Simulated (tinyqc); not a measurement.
## Inductance and parasitic capacitance from two readings

Inverse problem. A loss-free coil L in parallel with C shows the apparent inductance L/(1 - w^2 L C), w = 2 pi f. Find L, C and the self-resonance 1/(2 pi sqrt(L C)).

apparent inductance at 2.6 and 6 GHz (nH): 2.1264279  4.3886799

Solution. The inverse of the reading is 1/L - w^2 C, a straight line in w^2.

L = 1.90 nH
C = 210 fF
self-resonance = 7.97 GHz

Numbers from tinyqc (`OMP_NUM_THREADS=1 python tinyqc.py 2302014 2302015 out.jsonl`; about 0.01 s on one thread of a shared Intel Xeon 2.30GHz).
